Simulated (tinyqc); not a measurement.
## Carrier lifetime of a p-type layer with SRH, radiative, Auger and surface recombination: lifetime against injection

Uniform excess density dn = dp (no trapping), n = n0 + dn, p = p0 + dn, Boltzmann statistics, full ionisation. Surfaces enter as a rate 2 S dn/d, which holds while diffusion to them is fast.

ni = sqrt(Nc Nv) exp(-Eg/(2 Vt)), Eg in volts; majority density N/2 + sqrt(N^2/4 + ni^2), n0 p0 = ni^2; n1 = Nc exp(-Et/Vt), p1 = Nv exp((Et - Eg)/Vt); tn0 = 1/(sn vth Nt), tp0 = 1/(sp vth Nt). With e = n p - ni^2 = dn (n0 + p0 + dn): U_SRH = e/(tp0 (n + n1) + tn0 (p + p1)), U_rad = B e, U_Aug = (Cn n + Cp p) e, U_s = 2 S dn/d. Each tau is dn over its rate; tau = dn/U with U the sum.

Inputs (values chosen for the exercise); band and dielectric values those of a made-up semiconductor:
- T = 250 K (temperature)
- Eg = 1.36 eV (band gap)
- Nc = 2.4e19 cm^-3 (conduction-band density of states at T)
- Nv = 1.7e19 cm^-3 (valence-band density of states at T)
- B = 4.27e-15 cm^3/s (radiative coefficient)
- N = 3.6e17 cm^-3 (acceptor density)
- Cn = 1.4e-31 cm^6/s (Auger coefficient (two electrons))
- Cp = 2.9e-32 cm^6/s (Auger coefficient (two holes))
- Nt = 3.6e10 cm^-3 (trap density)
- sn = 2e-15 cm^2 (capture cross-section for electrons)
- sp = 1e-15 cm^2 (capture cross-section for holes)
- vth = 2e7 cm/s (thermal velocity (both carriers))
- Et = 1.05 eV (trap level below the conduction band)
- S = 3 cm/s (surface recombination velocity (both faces))
- d = 2 um (sample thickness)

Constants: q = 1.602176634e-19 C, kB = 1.380649e-23 J/K, Vt = kB T/q. Results are converted to the units shown.

The same in every row: tau_s (s) = 3.333e-5.

Results:
```
dn (cm^-3),tau_SRH (s),tau_rad (s),tau_Aug (s),tau (s),radiative share (%),largest path
1e11,6.945e-4,6.505e-4,2.661e-4,2.722e-5,4.185,surface
1e12,6.945e-4,6.505e-4,2.661e-4,2.722e-5,4.185,surface
1e13,6.945e-4,6.505e-4,2.660e-4,2.722e-5,4.185,surface
1e14,6.948e-4,6.504e-4,2.656e-4,2.722e-5,4.185,surface
1e16,7.320e-4,6.330e-4,2.228e-4,2.671e-5,4.220,surface
1e17,9.964e-4,5.091e-4,7.951e-5,2.196e-5,4.313,surface
1e18,0.001716,1.722e-4,4.098e-6,3.566e-6,2.071,Auger
1e19,0.002035,2.261e-5,5.676e-8,5.653e-8,0.2501,Auger
```

Estimate the missing row, dn = 1e15 cm^-3.

Computed row:
```
dn (cm^-3),tau_SRH (s),tau_rad (s),tau_Aug (s),tau (s),radiative share (%),largest path
1e15,6.983e-4,6.487e-4,2.611e-4,2.717e-5,4.188,surface
```

With this row back in the table: Surface recombination leads at dn = 1e11, Auger from 1e18 on. The total lifetime falls from 2.72e-5 to 5.65e-8 s. tau_SRH goes from 6.94e-4 s (low-injection limit 6.94e-4 s) to 0.00204 s (high-injection limit tn0 + tp0 = 0.00208 s). Between the last two rows tau_rad goes as dn^(-0.88) and tau_Aug as dn^(-1.86); the radiative share goes from 4.18 through a maximum of 4.31 (at dn = 1e17 among the rows listed) to 0.250 %. For dn = 1e19 the carriers are degenerate, where B and the Auger coefficients no longer stay constant.

Program tinyqc, `OMP_NUM_THREADS=1 python tinyqc.py 2300111 2300112 out.jsonl`; Intel Xeon 2.30GHz, shared host, one thread, about 0.01 s.
